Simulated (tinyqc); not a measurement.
From results back to parameters: thin-body film or fin with hard walls, valleys of the Si type. Two cases, with inputs chosen for the exercise.

Problem. In a hard-walled film E_1 = c (pi/t)^2/m_z, c = hbar^2/2m0. The splitting between the lowest levels of two valley groups, on the (110) face, was computed from a hidden thickness.

Constants: hbar^2/2m0 = 3.80998211 eV angstrom^2.

Case 1.

Values chosen (out of a larger set: near those of Si; not measured data): m_za = 0.3179 m0 (heavier confinement mass); m_zb = 0.193 m0 (lighter one).

splitting = 13.979 meV

Case 2.

Values chosen (out of a larger set: near those of Si; not measured data): m_za = 0.3112 m0 (heavier confinement mass); m_zb = 0.187 m0 (lighter one).

splitting = 11.374 meV

Find: t; lower level.

Solution. t = pi sqrt(c (1/m_zb - 1/m_za)/splitting).

Case 1.

t = 74.0 angstrom
lower level = 0.0216 eV

Case 2.

t = 84.0 angstrom
lower level = 0.0171 eV

Computed by tinyqc, one run a case: `OMP_NUM_THREADS=1 python tinyqc.py N N+1 out.jsonl` with N = 1252636, 1252777; one thread of a shared Intel(R) Xeon(R) Processor @ 2.30GHz, about 0.01 s a run at most.
